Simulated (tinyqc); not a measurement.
Resistance of a tapered via with liner, size effect and interface: one step of the calculation.

A round via whose diameter grows from db at the bottom as D(z) = db + 2 z/tan(ang). The fill, of diameter D - 2 tl, starts above the bottom liner (thickness fb tl) and has rho = rho0 (1 + ks lam/(D - 2 tl)); the sidewall liner conducts in parallel with it. The bottom liner and the interface are crossed over the full area pi db^2/4. Spreading in the lines above and below is left out.

Task. Total resistance. R_fill = sum of the slices; R_bottom = rl fb tl/(pi db^2/4); R_interface = ri/(pi db^2/4); ballistic (Sharvin) limit 1/(Sb pi (db - 2 tl)^2/4); ideal cylinder rho0 hv/(pi db^2/4).

Values chosen for this exercise; fill metal close to tungsten:

| symbol | value | unit | meaning |
|---|---|---|---|
| db | 8.3 | nm | diameter at the bottom |
| hv | 31 | nm | height |
| rho0 | 5.17 | uohm cm | bulk resistivity of the fill |
| tl | 1.7 | nm | liner on the sidewall |
| fb | 0.7 |  | liner at the bottom over that on the sidewall |
| rl | 190 | uohm cm | resistivity of the liner |
| ri | 5.1e-13 | ohm cm^2 | interface resistivity at the bottom |
| Sb | 9.1e14 | S/m^2 | ballistic conductance per area, about 3/(4 rho0 lam) |

| slice | slice resistance (ohm) |
|---|---|
| 0 | 30.114066 |
| 1 | 28.656285 |
| 2 | 27.290602 |
| 3 | 26.010070 |
| 4 | 24.808335 |
| 5 | 23.679578 |
| 6 | 22.618470 |
| 7 | 21.620125 |
| 8 | 20.680058 |
| 9 | 19.794154 |

Give: parts; R; shares; ballistic limit; ideal cylinder.

Result.

parts (ohm): fill 245.3, bottom liner 41.79, interface 0.9426
R = 288.0 ohm
shares (%): fill 85.16, bottom liner 14.51, interface 0.33
ballistic limit = 58.27 ohm
ideal cylinder = 29.62 ohm

The fill is the largest part, and R is 9.72 times the ideal cylinder. With 2000 slices R = 288.03 ohm.

Computed by the program tinyqc: `OMP_NUM_THREADS=1 python tinyqc.py 2750013 2750014 out.jsonl`, one thread of a shared Intel Xeon 2.30GHz, about 0.01 s for the whole run.
